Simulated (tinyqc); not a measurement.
# Dead time against afterpulsing

Afterpulse probability pap = pa (Cd Vx/q) exp(-td/tt) Pm, with Pm the trigger probability of a released carrier; largest rate 1/td; each true event gives 1/(1 - pap) counts.

Values chosen for this exercise: excess bias Vx = 3.2 V; diode capacitance Cd = 87 fF; trapping probability per avalanche carrier pa = 1.5e-8; trap release time tt = 5.2 ns.

Constants: q = 1.602176634e-19 C. Results are converted to the units shown.

Pm = 0.754

Dead time against afterpulsing:

| td (ns) | pap (%) | largest rate (1e6/s) | counts per event |
|---|---|---|---|
| 1 | 1.621 | 1000 | 1.016 |
| 1.7 | 1.417 | 588.2 | 1.014 |
| 2.7 | 1.169 | 370.4 | 1.012 |
| 4.5 | 0.8272 | 222.2 | 1.008 |
| 7.3 | 0.4828 | 137.0 | 1.005 |
| 12 | 0.1955 | 83.33 | 1.002 |
| 19 | 0.05088 | 52.63 | 1.001 |
| 31 | 0.005062 | 32.26 | 1.000 |

The afterpulse probability falls from 1.62 to 0.00506 %, a factor of ten for every 12.0 ns, while the largest rate falls from 1000 to 32.3 million a second.

Numbers from tinyqc (`OMP_NUM_THREADS=1 python tinyqc.py 2630003 2630004 out.jsonl`; about 0.01 s on one thread of a shared Intel Xeon 2.30GHz).
